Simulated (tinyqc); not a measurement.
Empirical pseudopotential in a few plane waves, step by step. One step of it, computed by the program tinyqc.

Task: Bloch Hamiltonian at k. Basis: the 15 shortest G (labels in 2 pi/a), the same at every k. H(G,G') = c |k + G|^2 delta + VS(|G-G'|^2) cos((G-G').tau) + i VA sin((G-G').tau), tau = a/8 (1,1,1); 1 Ry = 13.605693 eV.

Parameters chosen for this model: fcc lattice, atoms at +/- a/8 (1,1,1); form factors in rydberg at |G|^2 in units of (2 pi/a)^2:
```
parameter                 value      unit
a                      5.360000  angstrom
VS(3)                 -0.238000        Ry
VS(8)                  0.003000        Ry
VS(11)                 0.037000        Ry
VA(3)                  0.087000        Ry
VA(4)                  0.023000        Ry
VA(11)                 0.025000        Ry
hbar^2/2m (2 pi/a)^2   5.235439        eV
```

k point k (2 pi / a): [0.550000, 0.210000, -0.450000]

Give: H(k) at k.

Result:

H(k) at k (eV):
```
                 +0+0+0           -1-1-1           -1-1+1           -1+1-1
+0+0+0           2.8748   2.2897+0.8370i  -2.2897+0.8370i  -2.2897+0.8370i
-1-1-1   2.2897-0.8370i          15.3351   0.0000-0.3129i   0.0000-0.3129i
-1-1+1  -2.2897-0.8370i   0.0000+0.3129i           5.9113           0.0408
-1+1-1  -2.2897-0.8370i   0.0000+0.3129i           0.0408          19.7329
-1+1+1  -2.2897+0.8370i          -0.0408   0.0000+0.3129i   0.0000+0.3129i
+1-1-1  -2.2897-0.8370i   0.0000+0.3129i           0.0408           0.0408
+1-1+1  -2.2897+0.8370i          -0.0408   0.0000+0.3129i           0.0000
+1+1-1  -2.2897+0.8370i          -0.0408           0.0000   0.0000+0.3129i
+1+1+1   2.2897+0.8370i           0.0000          -0.0408          -0.0408
-2+0+0   0.0000-0.3129i  -2.2897+0.8370i  -2.2897-0.8370i  -2.2897-0.8370i
+0-2+0   0.0000-0.3129i  -2.2897+0.8370i  -2.2897-0.8370i   0.3560-0.2405i
+0+0-2   0.0000-0.3129i  -2.2897+0.8370i   0.3560-0.2405i  -2.2897-0.8370i
+0+0+2   0.0000+0.3129i  -0.3560-0.2405i   2.2897+0.8370i  -0.3560+0.2405i
+0+2+0   0.0000+0.3129i  -0.3560-0.2405i  -0.3560+0.2405i   2.2897+0.8370i
+2+0+0   0.0000+0.3129i  -0.3560-0.2405i  -0.3560+0.2405i  -0.3560+0.2405i

                 -1+1+1           +1-1-1           +1-1+1           +1+1-1
+0+0+0  -2.2897-0.8370i  -2.2897+0.8370i  -2.2897-0.8370i  -2.2897-0.8370i
-1-1-1          -0.0408   0.0000-0.3129i          -0.0408          -0.0408
-1-1+1   0.0000-0.3129i           0.0408   0.0000-0.3129i           0.0000
-1+1-1   0.0000-0.3129i           0.0408           0.0000   0.0000-0.3129i
-1+1+1          10.3091           0.0000           0.0408           0.0408
+1-1-1           0.0000          26.8531   0.0000-0.3129i   0.0000-0.3129i
+1-1+1           0.0408   0.0000+0.3129i          17.4293           0.0408
+1+1-1           0.0408   0.0000+0.3129i           0.0408          31.2509
+1+1+1   0.0000+0.3129i          -0.0408   0.0000+0.3129i   0.0000+0.3129i
-2+0+0   2.2897-0.8370i   0.3560-0.2405i  -0.3560-0.2405i  -0.3560-0.2405i
+0-2+0  -0.3560-0.2405i  -2.2897-0.8370i   2.2897-0.8370i  -0.3560-0.2405i
+0+0-2  -0.3560-0.2405i  -2.2897-0.8370i  -0.3560-0.2405i   2.2897-0.8370i
+0+0+2  -2.2897+0.8370i  -0.3560+0.2405i  -2.2897+0.8370i   0.3560+0.2405i
+0+2+0  -2.2897+0.8370i  -0.3560+0.2405i   0.3560+0.2405i  -2.2897+0.8370i
+2+0+0   0.3560+0.2405i   2.2897+0.8370i  -2.2897+0.8370i  -2.2897+0.8370i

                 +1+1+1           -2+0+0           +0-2+0           +0+0-2
+0+0+0   2.2897-0.8370i   0.0000+0.3129i   0.0000+0.3129i   0.0000+0.3129i
-1-1-1           0.0000  -2.2897-0.8370i  -2.2897-0.8370i  -2.2897-0.8370i
-1-1+1          -0.0408  -2.2897+0.8370i  -2.2897+0.8370i   0.3560+0.2405i
-1+1-1          -0.0408  -2.2897+0.8370i   0.3560+0.2405i  -2.2897+0.8370i
-1+1+1   0.0000-0.3129i   2.2897+0.8370i  -0.3560+0.2405i  -0.3560+0.2405i
+1-1-1          -0.0408   0.3560+0.2405i  -2.2897+0.8370i  -2.2897+0.8370i
+1-1+1   0.0000-0.3129i  -0.3560+0.2405i   2.2897+0.8370i  -0.3560+0.2405i
+1+1-1   0.0000-0.3129i  -0.3560+0.2405i  -0.3560+0.2405i   2.2897+0.8370i
+1+1+1          21.8271  -0.3560-0.2405i  -0.3560-0.2405i  -0.3560-0.2405i
-2+0+0  -0.3560+0.2405i          12.2986           0.0408           0.0408
+0-2+0  -0.3560+0.2405i           0.0408          19.4188           0.0408
+0+0-2  -0.3560+0.2405i           0.0408           0.0408          33.2403
+0+0+2  -2.2897-0.8370i          -0.0408          -0.0408           0.0000
+0+2+0  -2.2897-0.8370i          -0.0408           0.0000          -0.0408
+2+0+0  -2.2897-0.8370i           0.0000          -0.0408          -0.0408

                 +0+0+2           +0+2+0           +2+0+0
+0+0+0   0.0000-0.3129i   0.0000-0.3129i   0.0000-0.3129i
-1-1-1  -0.3560+0.2405i  -0.3560+0.2405i  -0.3560+0.2405i
-1-1+1   2.2897-0.8370i  -0.3560-0.2405i  -0.3560-0.2405i
-1+1-1  -0.3560-0.2405i   2.2897-0.8370i  -0.3560-0.2405i
-1+1+1  -2.2897-0.8370i  -2.2897-0.8370i   0.3560-0.2405i
+1-1-1  -0.3560-0.2405i  -0.3560-0.2405i   2.2897-0.8370i
+1-1+1  -2.2897-0.8370i   0.3560-0.2405i  -2.2897-0.8370i
+1+1-1   0.3560-0.2405i  -2.2897-0.8370i  -2.2897-0.8370i
+1+1+1  -2.2897+0.8370i  -2.2897+0.8370i  -2.2897+0.8370i
-2+0+0          -0.0408          -0.0408           0.0000
+0-2+0          -0.0408           0.0000          -0.0408
+0+0-2           0.0000          -0.0408          -0.0408
+0+0+2          14.3927           0.0408           0.0408
+0+2+0           0.0408          28.2143           0.0408
+2+0+0           0.0408           0.0408          35.3345
```
